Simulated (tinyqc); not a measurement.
From results back to parameters: Wannier-Stark ladder of a miniband. Four cases, with inputs chosen for the exercise.

Problem. The lines of a Wannier-Stark ladder are spaced by e F d, and the strengths of the lines j = 1 and j = 0 stand as J_1(x)^2/J_0(x)^2 with x = W/(2 e F d) below the first zero of J_0, 2.405; 1 kV/cm = 0.01 meV/angstrom. Both were computed from hidden F and W.

Case 1.

Values chosen (out of a larger set: near those of a GaAs/AlGaAs superlattice; not measured data): d = 55 angstrom (period).

spacing = 15.400 meV
ratio = 1.67494

Case 2.

Values chosen (out of a larger set: near those of a GaAs/AlGaAs superlattice; not measured data): d = 93 angstrom (period).

spacing = 17.670 meV
ratio = 0.130154

Case 3.

Values chosen (out of a larger set: near those of an InGaAs/InAlAs superlattice; not measured data): d = 105 angstrom (period).

spacing = 5.565 meV
ratio = 1.27957

Case 4.

Values chosen (out of a larger set: near those of a non-polar GaN/AlGaN superlattice; not measured data): d = 30 angstrom (period).

spacing = 8.100 meV
ratio = 11.5426

Find: F; x; W.

Solution. J_1/J_0 rises steadily from 0 to infinity on that interval, so the ratio fixes x, and W = 2 x e F d.

Case 1.

F = 28.0 kV/cm
x = 1.623
W = 50.0 meV

Case 2.

F = 19.0 kV/cm
x = 0.679
W = 24.0 meV

Case 3.

F = 5.30 kV/cm
x = 1.527
W = 17.0 meV

Case 4.

F = 27.0 kV/cm
x = 2.099
W = 34.0 meV

Computed by tinyqc, one run a case: `OMP_NUM_THREADS=1 python tinyqc.py N N+1 out.jsonl` with N = 1281465, 1281507, 1281591, 1281603; one thread of a shared Intel(R) Xeon(R) Processor @ 2.30GHz, about 0.1 s a run at most.
